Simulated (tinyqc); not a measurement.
What each parameter does: six-band k.p model of the valence band of a wurtzite crystal.

At k = 0: E1 = D1c + D2c + Te + Le (pure HH); E2, E3 = Le + u +/- sqrt(u^2 + 2 D3c^2), u = (D1c - D2c + Te)/2, D1c = Dcr, D2c = D3c = Dso/3. The weight of LH in state 2 is fL = (E2 - Le)^2/((E2 - Le)^2 + 2 D3c^2). Relative strengths of transitions to the conduction band: for E perpendicular to c (TE) 1/2, fL/2, (1 - fL)/2; for E along c (TM) 0, 1 - fL, fL, with one momentum element for both directions.

Strain of a c-plane layer: exx = eyy = e_par, ezz = -2 (C13/C33) e_par; Le = D1 ezz + D2 (exx + eyy), Te = D3 ezz + D4 (exx + eyy).

Conduction edge: Ec = (top of the unstrained valence band) + Eg + (a1 + D1) ezz + (a2 + D2)(exx + eyy).

Parameters, chosen for this exercise (of the order of those of hexagonal SiC; the results hold for these values, not for the real material):
```
symbol  value    unit  meaning
Dcr     0.0584   eV    crystal-field splitting
Dso     0.0071   eV    spin-orbit splitting
Eg      5.099    eV    direct gap at Gamma from the top of the unstrained valence band (the lowest gap of SiC is indirect and smaller)
a1      -5.04    eV    gap potential along c
a2      -6.01    eV    gap potential in the plane
D1      -3.88    eV
D2      2.88     eV
D3      6.03     eV
D4      -3.07    eV
C13     53       GPa
C33     545      GPa
e_par   -0.0164        exx = eyy of a c-plane layer
```

Splittings at k = 0 under the strain, fL and the lowest transition. Each row changes one parameter from the base and keeps the others.

Results:
```
case              E1 - E2 (meV)  E1 - E3 (meV)      fL  lowest transition (eV)
base                       4.67         180.76  0.9996                  5.1601
e_par = -0.01312           4.66         156.78  0.9995                  5.1479
D4 = -2.456 eV             4.66         160.63  0.9995                  5.1803
D2 = 3.456 eV              4.67         180.76  0.9996                  5.1601
C33 = 436 GPa              4.67         185.57  0.9997                  5.1513
a1 = -4.032 eV             4.67         180.76  0.9996                  5.1633
Dcr = 0.07008 eV           4.67         192.44  0.9997                  5.1601
Dso = 0.00852 eV           5.59         181.26  0.9995                  5.1601
D3 = 4.824 eV              4.67         176.91  0.9996                  5.1640
```

The largest shifts from the base row, up to three for each result and ties (the steps differ in size, so this ranks the rows, not the parameters). E1 - E2 (meV): Dso +0.92, e_par -0.01, D4 -0.01; unchanged at the printed digits by D2, C33, a1, Dcr and D3. E1 - E3 (meV): e_par -23.98, D4 -20.13, Dcr +11.68; unchanged at the printed digits by D2 and a1. fL: Dso -0.0002, e_par -0.0001, D4 -0.0001; unchanged at the printed digits by D2, a1 and D3. lowest transition (eV): D4 +0.0201, e_par -0.0122, C33 -0.0088; unchanged at the printed digits by D2, Dcr and Dso. D1 and D2 shift all valence edges and the conduction edge alike, so they drop out of splittings and transitions.

(tinyqc, `OMP_NUM_THREADS=1 python tinyqc.py 1080261 1080262 out.jsonl`, Intel(R) Xeon(R) Processor @ 2.30GHz, 1 thread, shared host, about 0.01 s.)
